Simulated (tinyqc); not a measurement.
A spin-degenerate level with charging energy between two leads, rate equations: one step of the calculation.

States 0, up, down and 2 with energies 0, e1 - Ez/2, e1 + Ez/2 and 2 e1 + U. mu_L = +V/2, mu_R = -V/2 (meV), f(x) = 1/(1 + exp(x/kB T)). A transition that adds one electron of given spin at the energy E has the rate G f(E - mu) from each lead, and its reverse G [1 - f(E - mu)]. I counts electrons leaving the left lead, times q.

Problem. Steady state and current. Steady state: W p = 0 with sum p = 1. I = q GL sum over transitions i-j of [fL p_i - (1 - fL) p_j].

Parameters, values chosen for the exercise: tunnel rate to the left lead GL = 0.68 1/ns; tunnel rate to the right lead GR = 0.086 1/ns.

Constants: q = 1.602176634e-19 C. Results are converted to the units shown.

W (1/ns):
```
               0          up        down           2
0     -1.5042921   0.0025139   0.0251940   0.0000000
up     0.7634861  -0.6355117   0.0000000   0.1330022
down   0.7408060   0.0000000  -0.7015442   0.0896498
2      0.0000000   0.6329978   0.6763502  -0.2226520
```

fL, transition 0-up to down-2: [1.0000000, 1.0000000, 0.9308791, 0.9946326]

Find: p; mean number of electrons; I.

Solution.

p: 0 0.00189, up 0.15783, down 0.09698, 2 0.74330
mean number of electrons = 1.7414
I = 20.895 pA

In units of q GL GR/(GL + GR) = 12.2 pA the current is 1.71; two independent spin channels fully inside the bias window would give 2.

Range of the model: Rate equations need hbar G well below kB T; cotunnelling and the Kondo effect are left out.

Program tinyqc, `OMP_NUM_THREADS=1 python tinyqc.py 2780125 2780126 out.jsonl`; Intel Xeon 2.30GHz, shared host, one thread, about 0.01 s.
